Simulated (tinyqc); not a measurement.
Inside a calculation: phonon-assisted absorption at an indirect gap. Values are carried at full precision from step to step, so a last printed digit may differ when a step is redone from the rounded ones.

alpha(E) = sum_j A_j [N_j (E - Eg + w_j)^2 + (N_j + 1)(E - Eg - w_j)^2], each bracket counted only where its base is positive; N_j = 1/(exp(w_j/kB T) - 1). The first term absorbs a phonon and the second emits one; excitons and direct transitions are left out.

Constants: kB = 8.617333262e-05 eV/K.

Parameters, chosen for this exercise (loosely those of Si at room temperature; Eg is not tied to T; the results hold for these values, not for the real material):
```
symbol  value         unit         meaning
Eg      1.102         eV           indirect gap, held fixed unless listed
w       (56.6, 18.5)  meV          two zone-edge phonons
A       (3600, 790)   1/(cm eV^2)  their strengths
T       400           K
E       1.546         eV           photon energy
nr      3.54                       refractive index
d       1.7           micrometre   thickness
xj      0.46          micrometre   dead layer at the surface
W       20            micrometre   depleted width
L       91            micrometre   minority diffusion length below it
```

## The four branches at one energy

Evaluate the occupations and each term.

N_j: [0.2401, 1.408]

terms with phonon absorption (1/cm): [216.6, 237.9]

terms with phonon emission (1/cm): [670.0, 344.4]

alpha = 1469 1/cm
wavelength hc/E (hc = 1239.841984 eV nm) = 802.0 nm

Phonon absorption supplies 30.9 % of alpha; the depth 1/alpha is 6.81 micrometre.

## What a slab does with it

Slab of thickness d in air, incoherent passes: R = ((nr - 1)/(nr + 1))^2, x = exp(-alpha d); transmitted Tr = (1 - R)^2 x/(1 - R^2 x^2), reflected Rt = R + (1 - R)^2 R x^2/(1 - R^2 x^2), absorbed Ab = (1 - R)(1 - x)/(1 - R x).

d in cm is 1e-4 times the value in micrometres.

R = 0.3130
x = 0.7790
Tr = 0.3909
Rt = 0.4083
Ab = 0.2008

A single pass would absorb (1 - R)(1 - x) = 0.1518; the back face adds 0.0490.

## Quantum efficiency of a diode

Photodiode (Gaertner form with a dead layer): QE = (1 - R) exp(-alpha xj) [1 - exp(-alpha W)/(1 + alpha L)], R = ((nr - 1)/(nr + 1))^2; responsivity = QE/E in A/W for E in eV.

Evaluate the factors; 1 micrometre = 1e-4 cm.

passes the dead layer = 0.9347
collected share = 0.9963
QE = 0.6397
responsivity = 0.4138 A/W

Without diffusion from below the collected share would be 0.9470.

## Checks

- Tr + Rt + Ab against 1: both 1.000000.

tinyqc: `OMP_NUM_THREADS=1 python tinyqc.py 1680759 1680760 out.jsonl`; about 0.01 s, one thread, shared Intel(R) Xeon(R) Processor @ 2.30GHz.
